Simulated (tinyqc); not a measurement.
Bulk, dangling and hydrogenated hybrids across the gap: Weaire-Thorpe hybrids on a Bethe lattice: gap and dangling bond of an amorphous tetrahedral solid.

Four sp3 hybrids an atom at energy 0, coupled by -V1 on the atom and by -V2 along a bond; the bonds form a tree (no rings). For any network the gap runs at least from -V2 + V1 to V2 - 3 V1, and p-like states pile up at -V2 + V1 and V2 + V1. On the tree the gap is wider: it ends at Ec = -V1 + sqrt(V2^2 + 4 V1^2 - 2 sqrt3 V1 V2), which makes it well wider than the gaps of the real glasses. A branch seen from a hybrid has the self-energy S = V2^2 g, where g is the Green function of the hybrid across the bond, whose three partners carry S themselves. With a = z - V1, b = a - S: g = 1/(a + V1 b/(b + 3 V1)), z = E + i eta. A full atom has G = (1/b)(b + 3 V1)/(b + 4 V1) per hybrid; a dangling hybrid with shift dh has G = 1/(1/g - dh).

Values chosen for the exercise (of the size of tabulated hybrid energies for amorphous silicon; not measured data): V1 = 1.68 eV (coupling of two hybrids on one atom); V2 = 4.34 eV (coupling of the two hybrids of a bond); eta = 0.02 eV (broadening); dh = 0.02 eV (shift of the dangling hybrid (rehybridisation)); VH = 5.29 eV (coupling to a hydrogen atom); eH = -3.04 eV (hydrogen level); E1s = -3.9 eV (first energy); dE = 0.47 eV (step).

edges (eV): Ev -2.66000, Ec(bound) -0.70000, Ec(tree) 0.52630

Thirteen energies E1s + j dE. With hydrogen the hybrid gains the self-energy VH^2/(z - eH) and dh = 0.

Density per hybrid (1/eV):
```
E (eV)    bulk  dangling  with hydrogen
-3.90   0.0072    0.0044         0.0015
-3.43   0.0031    0.0006         0.0003
-2.96   0.0179    0.0006         0.0002
-2.49   0.0545    0.0007         0.0002
-2.02   0.0041    0.0010         0.0002
-1.55   0.0015    0.0016         0.0002
-1.08   0.0008    0.0032         0.0002
-0.61   0.0006    0.0094         0.0003
-0.14   0.0006    0.1509         0.0003
0.33    0.0009    0.0362         0.0005
0.80    0.0225    0.0882         0.0096
1.27    0.0320    0.0912         0.0190
1.74    0.0367    0.0853         0.0292
```

What can be read from this table?

Between Ev = -2.66 and Ec = 0.53 eV the bulk density is a broadening tail (least 0.0006). The dangling hybrid reaches 0.151 at -0.14 eV among these rows; its level lies at 0.011 eV, and the peak there, of width eta, is far higher unless a row falls on it. With hydrogen the largest value on the rows inside the gap, more than 0.05 eV from an edge, is 0.0005, and 1/g = VH^2/(E - eH) has no root in the gap: the state has gone into a bonding level below and an antibonding one above.

Program tinyqc; command `OMP_NUM_THREADS=1 python tinyqc.py 1450788 1450789 out.jsonl`; about 0.03 s on one thread of a shared Intel(R) Xeon(R) Processor @ 2.30GHz.
